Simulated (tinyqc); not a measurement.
Worked calculation: one-electron ion in a basis of Gaussians. One step of it, computed by the program tinyqc.

Problem. Matrices over normalised Gaussians. With p = a_i + a_j and I(k) = Gamma((k+1)/2) / (2 p^((k+1)/2)): S = I(2l+2), T = (2l+3) a_i a_j S / p, V = -Z I(2l+1), each divided by sqrt(S_ii S_jj).

exponents of r^l exp(-a r^2) (1/bohr^2): 1.054000  3.730000  13.200000  46.730000  165.400000  585.500000

Z = 3

l = 0

Give: S; T; V.

Solution.

S:
```
       1      2      3      4      5      6
1  1.000  0.755  0.379  0.159  0.063  0.025
2  0.755  1.000  0.755  0.379  0.159  0.063
3  0.379  0.755  1.000  0.755  0.378  0.159
4  0.159  0.379  0.755  1.000  0.755  0.379
5  0.063  0.159  0.378  0.755  1.000  0.755
6  0.025  0.063  0.159  0.379  0.755  1.000
```

T (hartree):
```
       1      2       3       4        5        6
1  1.581  1.861   1.109   0.492    0.199    0.078
2  1.861  5.595   6.584   3.923    1.742    0.702
3  1.109  6.584  19.800  23.300   13.880    6.163
4  0.492  3.923  23.300  70.095   82.488   49.141
5  0.199  1.742  13.880  82.488  248.100  291.958
6  0.078  0.702   6.163  49.141  291.958  878.250
```

V (hartree):
```
        1        2        3        4        5         6
1  -4.915   -5.588   -4.839   -3.725   -2.760    -2.021
2  -5.588   -9.246  -10.512   -9.102   -7.008    -5.191
3  -4.839  -10.512  -17.393  -19.774  -17.123   -13.182
4  -3.725   -9.102  -19.774  -32.726  -37.206   -32.217
5  -2.760   -7.008  -17.123  -37.206  -61.569   -69.998
6  -2.021   -5.191  -13.182  -32.217  -69.998  -115.839
```
